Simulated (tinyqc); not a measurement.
Floating body of a partially depleted SOI transistor: body voltage and kink: output curve and kink.

Source at 0 V. Channel current Ic = 2 nf K Vt^2 [F(0) - F(Vd)](1 + la Vd), F(V) = ln^2(1 + exp((Vg - VT - nf V)/(2 nf Vt))), VT = VT0 - gb Vb. Saturation voltage Vs = 2 Vt sqrt(F(0)) + 3 Vt, excess Ve = (Vd - Vs + sqrt((Vd - Vs)^2 + 0.0004 V^2))/2, multiplication M1 = Ai Ve exp(-Bl/Ve). Each junction passes D(v) = J1 (exp(v/Vt) - 1) + J2 (exp(v/(2 Vt)) - 1). Bipolar current Ib = bb J1 (exp(Vb/Vt) - 1). The body settles where M1 (Ic + Ib) = D(Vb) + D(Vb - Vd) + Vb/Rb; drain current Id = (1 + M1)(Ic + Ib) - D(Vb - Vd).

Rows with more than one solution for Vb (latch) are left out; dId/dVd by a forward difference over 1e-4 V, swing = 1e-4 V over the change of log10 Id; M1 under 1e-12 is printed as 0.

Values chosen for this exercise; values of the order met in partially depleted silicon-on-insulator transistors:
- T = 300 K (temperature)
- VT0 = 0.47 V (threshold at zero body voltage)
- gb = 0.31 (fall of the threshold per volt of body voltage)
- nf = 1.44 (slope factor)
- K = 260 uA/(V^2 um) (gain factor per width)
- la = 0.06 1/V (channel-length modulation factor)
- Ai = 3.6 1/V (impact-ionisation prefactor)
- Bl = 7.4 V (impact-ionisation voltage)
- J1 = 4e-12 uA/um (diffusion saturation current of each junction)
- J2 = 2.7e-9 uA/um (recombination saturation current of each junction)
- bb = 1 (gain of the lateral bipolar transistor on the diffusion current)
- Rb = 9000 kohm um (resistance of a weak body tie to the source (1e9 stands for no tie, and the term is then dropped))
- Vg = 1.06 V (gate voltage)

Constants: q = 1.602176634e-19 C, kB = 1.380649e-23 J/K, Vt = kB T/q. Results are converted to the units shown.

Output curve and kink:

| Vd (V) | Vb (V) | M1 | Id, floating (uA/um) | Id, grounded (uA/um) | ratio | dId/dVd, floating (uS/um) | dId/dVd, grounded (uS/um) |
|---|---|---|---|---|---|---|---|
| 1 | 2.996e-4 | 9.990e-7 | 33.32 | 33.31 | 1.000 | 2.203 | 1.887 |
| 1.2 | 0.02284 | 7.355e-5 | 34.51 | 33.69 | 1.024 | 14.55 | 1.929 |
| 1.4 | 0.2275 | 5.921e-4 | 42.72 | 34.10 | 1.253 | 78.96 | 2.224 |
| 1.6 | 0.5996 | 0.001916 | 59.72 | 34.62 | 1.725 | 28.03 | 3.123 |
| 1.8 | 0.6554 | 0.007627 | 63.82 | 35.41 | 1.802 | 18.69 | 4.883 |
| 2 | 0.6866 | 0.02173 | 67.98 | 36.64 | 1.856 | 24.05 | 7.569 |
| 2.2 | 0.7098 | 0.04890 | 73.86 | 38.49 | 1.919 | 35.83 | 11.10 |

Vb rises from 3.00e-4 to 0.710 V and the ratio of the currents rises from 1.00 to 1.92. The output conductance with a floating body exceeds the grounded value by the largest factor among the rows, 35.5, at Vd = 1.4 V, where Vb = 0.228 V and M1 = 5.92e-4.

Range of the model: The multiplication law is an empirical form chosen for the exercise; self-heating and capacitive coupling to the body are left out, and the linear laws are rough once Vb passes about 0.7 V or M1 about 0.1.

Program tinyqc, `OMP_NUM_THREADS=1 python tinyqc.py 2182193 2182194 out.jsonl`; Intel Xeon 2.30GHz, shared host, one thread, about 0.2 s.
